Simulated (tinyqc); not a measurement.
Ewald sum of point charges, displaced rock salt lattice, step by step. Computed by tinyqc, a small Python program that keeps every step. Command: `OMP_NUM_THREADS=1 python tinyqc.py 28047 28048 out.jsonl` (the two numbers bound the seeds that draw the settings). One thread of a shared host (Intel(R) Xeon(R) Processor @ 2.60GHz), about 0.04 s of CPU time with the checks.

## Ewald sum with eta = 0.466 1/bohr

cell vectors (rows) (bohr):
```
[[0.0000, 3.9650, 3.9650],
 [3.9650, 0.0000, 3.9650],
 [3.9650, 3.9650, 0.0000]]
```

Charges:
```
q            f1      f2      f3
2.0000   0.0000  0.0000  0.0000
-2.0000  0.4900  0.5100  0.5000
```

Real space: 1/2 sum q_i q_j erfc(eta r)/r over all images with r > 0; reciprocal space: (2 pi/V) sum_(G != 0) exp(-G^2/4 eta^2)/G^2 |S(G)|^2 with S(G) = sum q exp(i G.r); self term -eta/sqrt(pi) sum q^2; background -pi Q^2/(2 V eta^2), Q the total charge.

Real-space shells (first ones):
```
r (bohr)  pairs  sum (hartree)
3.9256        4        -0.0197
3.9654        4        -0.0181
4.0048        4        -0.0166
5.6074       24         0.0019
6.8219        4      -8.13e-06
6.8678        8      -1.40e-05
6.9134        4      -6.03e-06
7.9300       12       5.24e-07
8.8128        4      -5.74e-09
8.8307        8      -1.07e-08
8.8484       12      -1.49e-08
8.8839       12      -1.29e-08
```

Reciprocal shells (first ones that count):
```
G^2 (1/bohr^2)  vectors  sum (hartree)
1.8834                8         0.3916
2.5112                6       7.04e-05
5.0223               12       7.81e-06
6.9057               24         0.0010
7.5335                8       2.89e-07
10.0446               6       1.20e-08
11.9280              24       1.76e-06
12.5558              24       2.67e-09
15.0669              24       1.48e-10
16.9503              32       5.08e-09
```

## The total does not depend on eta

The same sums for other eta.

Totals (hartree per cell):
```
eta          real  reciprocal     self  background      total
0.4660    -0.0526      0.3927  -2.1033      0.0000  -1.763202
0.6590    -0.0013      1.2125  -2.9744      0.0000  -1.763202
0.8230  -2.42e-05      1.9514  -3.7146      0.0000  -1.763202
```

shortest distance = 3.9256 bohr

Madelung constant -E d / (formula units |q+ q-|) = 1.7304
